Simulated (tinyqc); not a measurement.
Band filling: full bands against the rectangular model: Slater-Koster d bands of a bcc metal.

Slater-Koster d bands. For a bond with direction cosines (l, m, n) the 5 x 5 block is dds Ps + ddp Pp + ddd (1 - Ps - Pp), the projectors on sigma, pi and delta states about the bond; for instance <xy|xy> = 3 l^2 m^2 dds + (l^2 + m^2 - 4 l^2 m^2) ddp + (n^2 + l^2 m^2) ddd, <xy|yz> = 3 l m^2 n dds + l n (1 - 4 m^2) ddp + l n (m^2 - 1) ddd and <3z2-r2|3z2-r2> = (n^2 - (l^2 + m^2)/2)^2 dds + 3 n^2 (l^2 + m^2) ddp + (3/4)(l^2 + m^2)^2 ddd. H(k) sums the blocks times cos(k.R) over the neighbours; the d level is the zero of energy; k in 2 pi/a.

Neighbours: eight at (a/2)(1,1,1) and equivalents, and six at a(1,0,0) and equivalents with the integrals times f2.

Mesh: k = f1 b1 + f2 b2 + f3 b3 with fractions (j + 1/2)/N, j = 0 to N - 1, and b = (-1,1,1), (1,-1,1), (1,1,-1) for fcc, (0,1,1), (1,0,1), (1,1,0) for bcc, unit vectors for simple cubic. The lowest Nd/10 of all levels are filled with two electrons each; the bond energy is their sum per atom.

Inputs chosen for the exercise (of the size met in Mo; not measured data): dds = -1.215 eV (dd sigma); ddp = 0.595 eV (dd pi); ddd = -0.097 eV (dd delta); f2 = 0.487 (factor on all three integrals for second neighbours); N = 8 (mesh).

W = sqrt(12 mu2) with mu2 the mean square level on the mesh; rectangular model: Fermi level W (Nd/10 - 1/2), bond energy -W Nd (10 - Nd)/20. The Fermi level of the mesh is the highest filled level.

Per atom (eV):
```
Nd  EF, bands  bond energy, bands  EF, rectangle  bond energy, rectangle
1      -2.712              -3.141         -2.823                  -3.176
2      -2.261              -5.631         -2.118                  -5.647
3      -1.742              -7.628         -1.412                  -7.412
4      -0.640              -8.965         -0.706                  -8.470
5       0.689              -8.937          0.000                  -8.823
6       1.133              -8.036          0.706                  -8.470
7       1.421              -6.777          1.412                  -7.412
8       1.756              -5.264          2.118                  -5.647
9       2.686              -3.158          2.823                  -3.176
```

W = 7.059 eV
full width on the mesh = 8.072 eV

The bond energy is deepest at Nd = 4 (-8.965 eV); the rectangle has its minimum at 5. The two differ most at Nd = 7, by 0.634 eV or 7 % of the deepest value: the second moment fixes the parabola, and higher moments the rest. At Nd = 3 and 7 the bands give -7.628 and -6.777 eV, a skew towards less than half filling.

Computed by tinyqc, a small Python program: `OMP_NUM_THREADS=1 python tinyqc.py 1450444 1450445 out.jsonl` (the numbers bound the seed that draws the inputs); one thread of a shared host (Intel(R) Xeon(R) Processor @ 2.30GHz), about 0.05 s for the whole set of steps.
